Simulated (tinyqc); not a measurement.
# Changing the speed of oxidation

Model: dopant redistribution at a moving silicon-oxide interface during parabolic oxidation. Computed by tinyqc, a small Python program. Command: `OMP_NUM_THREADS=1 python tinyqc.py 3027602 3027603 out.jsonl segox sweep`. One thread of a shared host (Intel(R) Xeon(R) Processor @ 2.30GHz), about 0.01 s of CPU time with the checks.

Uniformly doped silicon is oxidised with x_ox = sqrt(B t); the interface advances into the silicon by alpha x_ox, alpha = 0.44. The dopant does not move in the oxide, and at the interface C(silicon) = m C(oxide).

Inputs (values chosen for the exercise, modelled on phosphorus in silicon under steam):
```
quantity                                           value    unit
dopant prefactor D0                                 4.91  cm^2/s
dopant activation energy E                          3.67      eV
oxidation activation energy E_B                    0.788      eV
segregation coefficient m = C(silicon)/C(oxide)       10       -
bulk doping C_B                                  5.6e+17  1/cm^3
temperature T                                       1100       C
time t                                              0.58       h
```

Constants: k_B = 8.617333262e-05 eV/K.

Method:
- D = D0 exp(-E/(k_B T)), converted with 1 cm^2/s = 3.6e11 um^2/h; B = B0 exp(-E_B/(k_B T)); s = alpha sqrt(B/(4 D)), the interface advance over 2 sqrt(D t).
- Temperatures in kelvin are T(C) + 273.15.
- With the dopant diffusivity D and s = alpha x_ox/(2 sqrt(D t)), in the silicon C = C_B + (C_s - C_B) erfc(y/(2 sqrt(D t)))/erfc(s), y from the original surface. Dopant balance at the interface gives C_s/C_B = 1/[1 + (1/(m alpha) - 1) g], g = sqrt(pi) s exp(s^2) erfc(s).
- Consumed silicon held alpha x_ox C_B; the oxide holds x_ox times the dopant concentration in the oxide; the difference is the excess in the silicon; 1 um = 1e-4 cm.

One run for each value:
```
oxidation prefactor B0 (um^2/h)  ratio C_s/C_B       s  excess in the silicon (1/cm^2)
13                                      1.1629  0.1160                      1.7822e+12
31                                      1.2542  0.1791                      2.6745e+12
72                                      1.3923  0.2730                      3.8970e+12
170                                     1.6100  0.4195                      5.5547e+12
390                                     1.9257  0.6354                      7.4614e+12
920                                     2.3835  0.9760                      9.3395e+12
2200                                    2.9553  1.5092                      1.0347e+13
12000                                   3.9183  3.5247                      8.0578e+12
```

Give the missing row, oxidation prefactor B0 (um^2/h) = 5000.

Computed row:
```
oxidation prefactor B0 (um^2/h)  ratio C_s/C_B       s  excess in the silicon (1/cm^2)
5000                                    3.4870  2.2752                      9.8579e+12
```

Interpolating between the two neighbouring rows (the first column on a logarithmic scale, the others too where they are positive) misses most in excess in the silicon (1/cm^2), by 7.0 %. Over the rows, ratio C_s/C_B rises from 1.16 to 3.92 (exponent d ln y / d ln x 0.087 between the first rows and 0.13 between the last); s rises from 0.116 to 3.52 (exponent d ln y / d ln x about 0.50 throughout); excess in the silicon (1/cm^2) goes from 1.78e12 through a maximum among these rows, 1.03e13 at 2200, to 8.06e12. The exponent of s stays at 0.50: s scales as sqrt(B/D). The last row stands at 89 % of the limit m alpha = 4.400.

Caution (rows 13.0, 31.0, 72.0, 170): in this case the oxide is not much thicker than a typical Deal-Grove length A, so real growth is slower than parabolic. Caution (all rows): parabolic growth needs an oxide much thicker than the Deal-Grove length A, which fails for thin films and low temperatures; oxidation-enhanced or retarded diffusion is ignored.

Extremes, crossings and ranges named in words are read from the listed rows.
